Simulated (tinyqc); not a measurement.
Worked calculation: spin coating of a resist or spin-on film: centrifugal thinning, evaporation and the final thickness (Emslie and Meyerhofer models). Computed by tinyqc, a small Python program that keeps every step. Command: `OMP_NUM_THREADS=1 python tinyqc.py 3111109 3111110 out.jsonl spincoat walk`. One thread of a shared host (Intel(R) Xeon(R) Processor @ 2.30GHz), about 0.05 s of CPU time with the checks. Intermediate numbers are printed to about 5 digits and carried at full precision; extremes and crossings named in words are read from the listed rows.

A Newtonian film stays uniform over the wafer; solvent and solids have the same density and the concentration is uniform through the thickness.

Inputs (values chosen for the exercise, of the order of those of a polymer resist in an ester solvent): solids volume fraction c0 = 0.28; kinematic viscosity of the solvent nu_s = 1.5 mm^2/s; viscosity constant k = 5700 mm^2/s; viscosity exponent gamma = 2.1; spin speed f = 5000 rpm; evaporation rate at 1000 rpm e0 = 0.15 micrometre/s; starting thickness h0 = 100 micrometre; time t = 1.6 s; wafer radius R = 100 mm; shrinkage in the bake = 2.8 %.

## Rates

omega = 2 pi f/60; nu(c) = nu_s + k c^gamma; evaporation rate e = e0 sqrt(f/1000 rpm). Flow constant K = 2 omega^2/(3 nu(c0)); Reynolds number of the air omega R^2/nu_air with nu_air = 15 mm^2/s.

omega = 523.60 1/s

nu(c0) = 394.97 mm^2/s

evaporation rate e = 0.33541 micrometre/s

flow constant K = 4.6275e-04 1/(micrometre^2 s)

Reynolds number of the air = 3.4907e+05

Caution: above a Reynolds number of about 3e5 the air flow near the rim turns turbulent, and evaporation is no longer uniform.

## Thinning without evaporation

dh/dt = -K h^3 gives h = h0/sqrt(1 + 2 K h0^2 t); for long times h = 1/sqrt(2 K t).

h(t) without evaporation = 25.151 micrometre

long-time form = 25.987 micrometre

time 1/(2 K h0^2) = 0.10805 s

## The two-stage estimate

Meyerhofer estimate: flow rules until (1 - c0) K h^3 = e, then evaporation alone: h_w = (e/((1 - c0) K))^(1/3), dry film c0 h_w.

wet thickness h_w = 10.022 micrometre

dry film, estimate = 2806.2 nm

drying time (1 - c0) h_w/e = 21.514 s

## First explicit step of the full model

Solids s and liquid l per area start at s = c0 h0, l = (1 - c0) h0. With h = h0 and c = c0: Q = K h^3, K = 2 omega^2/(3 nu); one Euler step of length dt = 0.01 h0/Q for s and l, ds/dt = -c Q, dl/dt = -(1 - c) Q - e.

Q = 462.75 micrometre/s

dt = 0.0021610 s

s = 27.72 micrometre

l = 71.279 micrometre

Q/e at the start = 1379.7

## The full model

Full model for solids s and liquid l per area, h = s + l, c = s/h: ds/dt = -c Q, dl/dt = -(1 - c) Q - e, Q = 2 omega^2 h^3/(3 nu(c)); integrated adaptively (relative tolerance 1e-9) until l = 0. Dry film = s at l = 0, before the bake; film after the bake = s x (1 - shrinkage).

time to dry = 27.081 s

dry film = 3001.0 nm

film after the bake = 2917.0 nm

## Course in time

Times are fractions of the time to dry.

History:
```
fraction   t (s)  h (micrometre)        c  nu (mm^2/s)         Q/e  s (nm)
0.003      0.081          75.538  0.28009        395.2  5.9425e+02   21157
0.010      0.271          53.379  0.28038        396.1  2.0925e+02   14966
0.030      0.812          34.216  0.28162        399.8  5.4602e+01    9636
0.100      2.708          19.460  0.28911        422.3  9.5089e+00    5626
0.200      5.416          13.713  0.30604        475.7  2.9538e+00    4197
0.350      9.478          10.049  0.34429        608.8  9.0818e-01    3460
0.500     13.541           7.917  0.40142        839.9  3.2199e-01    3178
0.700     18.957           5.791  0.52513       1475.3  7.1739e-02    3041
0.900     24.373           3.914  0.76776       3273.7  9.9839e-03    3005
```

Q/e drops below 1 between t = 5.4 and 9.5 s, when c has risen from 0.28 to about 0.344; after that row the solids fall by a further 13 %. The full model gives 1.07 times the two-stage estimate.

## Spin curve

The formulas are those given above.

Dry film against speed:
```
f (rpm)  full model (nm)  estimate (nm)  time to dry (s)
500               9373.6         8874.1           260.56
1000              6682.6         6274.9           133.14
1500              5467.7         5123.5            89.39
2000              4739.3         4437.0            67.28
3000              3872.4         3622.8            45.01
4000              3354.7         3137.5            33.82
6000              2739.8         2561.7            22.58
```

The full thickness goes as f^-0.495; the estimate as (e/omega^2)^(1/3) = f^(-1/2). The time to dry goes as f^-0.98. A thickness window of 1 % allows a speed error of about 2 %.

Checks made by the program: constant-viscosity run against c0 h0 exp(-int K h^2 dt) (relative difference 4e-06).
